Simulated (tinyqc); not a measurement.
## Resistance of a source-drain extension with a graded tip: effect of the active doping of the extension far from the gate

y runs along the channel, the gate covers y > 0. The doping is N0 for y < y0 and N0 10^(-(y - y0)/la) beyond, uniform over the depth xj. Sheet conductance s(y) = q mu(N) max(N - Nch, 0) xj + (for y > 0) ma Cox Vo, with mu(N) = u0 + (u1 - u0)/(1 + (N/Nr)^au) and Cox = eps0 eox/tox. Current is taken as one-dimensional; depletion of the tip, spreading and the contact are left out. The metallurgical junction lies at yj, where N = Nch.

R_spacer = integral of dy/s from -Ls to 0, R_ov from 0 to yj, R_channel = (Lg - 2 yj)/(ma Cox Vo), R_total = 2 R_spacer + 2 R_ov + R_channel. Electrical length L_eff = ma Cox dR_total/d(1/Vo); R_series = R_total - L_eff/(ma Cox Vo).

Values chosen for this exercise; mobility law close to that of electrons in silicon:
- eox = 22.4 (relative permittivity of the gate insulator (close to hafnium oxide))
- tox = 6.9 nm (insulator thickness)
- la = 5.4 nm/decade (lateral abruptness)
- y0 = 3.7 nm (position under the gate where the fall begins (gate edge at 0))
- xj = 7 nm (depth of the extension)
- Nch = 3.9e17 cm^-3 (channel doping)
- Ls = 23 nm (spacer length)
- Vo = 0.78 V (gate overdrive)
- ma = 180 cm^2/(V s) (mobility of the gate-induced layer)
- u1 = 1414 cm^2/(V s) (mobility at low doping)
- u0 = 68.5 cm^2/(V s) (mobility at high doping)
- Nr = 9.2e16 cm^-3 (reference doping)
- au = 0.711 (exponent)
- Lg = 90 nm (gate length)

Constants: q = 1.602176634e-19 C, eps0 = 8.8541878128e-14 F/cm where lengths are in cm. Results are converted to the units shown.

Results:
```
N0 (cm^-3)  yj (nm)  R_spacer (ohm um)  R_ov (ohm um)  R_channel (ohm um)  R_total (ohm um)  L_eff (nm)  R_series (ohm um)
2e19          12.93              107.6          25.94               158.9             426.0       81.50              224.0
4.7e19        14.94              52.20          27.16               149.0             307.7       77.33              116.1
7.2e19        15.94              35.71          27.37               144.0             270.2       75.11              84.09
1.1e20        16.93              24.25          27.42               139.1             242.4       72.91              61.75
1.7e20        17.95              16.15          27.36               134.0             221.1       70.71              45.84
2.6e20        18.95              10.79          27.26               129.1             205.2       68.62              35.18
4e20          19.96              7.130          27.16               124.1             192.7       66.54              27.80
```

Estimate the missing row, N0 = 3.1e19 cm^-3.

Computed row:
```
N0 (cm^-3)  yj (nm)  R_spacer (ohm um)  R_ov (ohm um)  R_channel (ohm um)  R_total (ohm um)  L_eff (nm)  R_series (ohm um)
3.1e19        13.96              74.75          26.71               153.8             356.7       79.44              159.9
```

With this row back in the table: As N0 goes from 2e19 to 4e20, R_total falls from 426 to 193 ohm um, L_eff falls from 81.5 to 66.5 nm and R_series falls from 224 to 27.8 ohm um.

Program tinyqc, `OMP_NUM_THREADS=1 python tinyqc.py 2282130 2282131 out.jsonl`; Intel Xeon 2.30GHz, shared host, one thread, about 0.03 s.
